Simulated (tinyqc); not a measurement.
Conductivities from two wire lengths.

Inverse problem. A wire with uniform heating p0 per length and ends at the substrate temperature has theta(L/2) = (p0/g)[1 - 1/cosh(L/(2 LH))], LH = sqrt(kap A/g). Find LH, g and kap.

Values chosen for this exercise:
```
symbol,value,unit,meaning
A,180,nm^2,cross-section
p0,0.026,uW/nm,heating per length
```

theta at the middle for L = 460 and 920 nm (K): 29.771333  61.839636

Solution. With c = cosh(L1/(2 LH)) the longer wire has 2 c^2 - 1. The ratio of the two rises falls steadily from 4 to 1 as c grows, so it fixes c; g and kap follow.

LH = 228.6 nm
g = 0.3100 W/(m K)
kap = 90.00 W/(m K)

Computed by the program tinyqc: `OMP_NUM_THREADS=1 python tinyqc.py 2520146 2520147 out.jsonl`, one thread of a shared Intel Xeon 2.30GHz, about 0.01 s for the whole run.
